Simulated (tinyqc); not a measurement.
Abrupt p-n junction, non-linear Poisson equation by Newton steps: capacitance and field against bias.

One dimension, p side on the left, n side on the right; net doping C = -Na for x < 0 and +Nd for x > 0. The potential psi is counted from the intrinsic level, and the quasi-Fermi potentials are flat: 0 for holes and -V for electrons, so n = ni exp((psi + V)/Vt) and p = ni exp(-psi/Vt) (Boltzmann statistics, full ionisation, no current).

The Poisson equation d/dx(eps0 eps_r dpsi/dx) = -q (p - n + C) is solved on a mesh of more than 1000 nodes that ends in neutral material (psi_p = -Vt ln(Na/ni), psi_n = Vt ln(Nd/ni) - V). C_j = q d/dV of the integral of p over x, from the linearised equation. ni = sqrt(Nc Nv) exp(-Eg/(2 Vt)), Eg in volts. Depletion approximation: Vbi = Vt ln(Na Nd/ni^2), W = sqrt(2 eps0 eps_r (Vbi - V)(1/Na + 1/Nd)/q), xp = W Nd/(Na + Nd), xn = W Na/(Na + Nd), peak field 2 (Vbi - V)/W, capacitance eps0 eps_r/W. The last column applies it to an abrupt Na-Nd junction.

Inputs (values chosen for the exercise); band and dielectric values close to those of silicon:
- T = 273 K (temperature)
- Eg = 1.14 eV (band gap)
- eps_r = 11.8 (relative permittivity)
- Nc = 2.42e19 cm^-3 (conduction-band density of states at T)
- Nv = 2.27e19 cm^-3 (valence-band density of states at T)
- Na = 1.6e16 cm^-3 (acceptor density of the p side)
- Nd = 1.6e18 cm^-3 (donor density of the n side)

Constants: q = 1.602176634e-19 C, kB = 1.380649e-23 J/K, Vt = kB T/q, eps0 = 8.8541878128e-14 F/cm where lengths are in cm. Results are converted to the units shown.

Capacitance and field against bias:

| V (V) | peak \|E\| (kV/cm) | C_j (nF/cm^2) | 1/C_j^2 (cm^4/uF^2) | eps0 eps_r/C_j (nm) | abrupt depletion C (nF/cm^2) |
|---|---|---|---|---|---|
| 0 | 84.45 | 39.85 | 629.8 | 262.2 | 38.27 |
| -1.11 | 106.9 | 26.02 | 1477 | 401.6 | 25.65 |
| -2.22 | 127.0 | 20.77 | 2318 | 503.0 | 20.60 |
| -3.33 | 145.2 | 17.80 | 3157 | 587.0 | 17.69 |
| -4.44 | 161.9 | 15.82 | 3995 | 660.4 | 15.75 |
| -5.56 | 177.4 | 14.37 | 4840 | 726.9 | 14.32 |
| -6.67 | 191.7 | 13.27 | 5678 | 787.2 | 13.23 |
| -7.78 | 205.1 | 12.39 | 6515 | 843.3 | 12.36 |
| -8.89 | 217.8 | 11.66 | 7352 | 895.9 | 11.63 |
| -10 | 229.8 | 11.05 | 8189 | 945.5 | 11.03 |

What does the comparison show?

With V going from 0 to -10 V, C_j falls from 39.8 to 11.1 nF/cm^2 and the peak field rises from 84.4 to 230 kV/cm. The slope of 1/C_j^2, read as N = 2/(q eps0 eps_r |slope|), gives 1.57e16 cm^-3 between the first two rows and 1.58e16 cm^-3 between the last two, against Na Nd/(Na + Nd) = 1.58e16 cm^-3; the slopes of all rows agree within 1 %, as for uniform doping at both edges. At the end C_j goes as (Vbi - V)^(-0.50) with Vbi = 0.905 V, and it is 0.22 % above the abrupt depletion formula (at the first row 4.1 % above it).

tinyqc, about 0.02 s, one thread, Intel Xeon 2.30GHz (shared host): `OMP_NUM_THREADS=1 python tinyqc.py 2000123 2000124 out.jsonl`
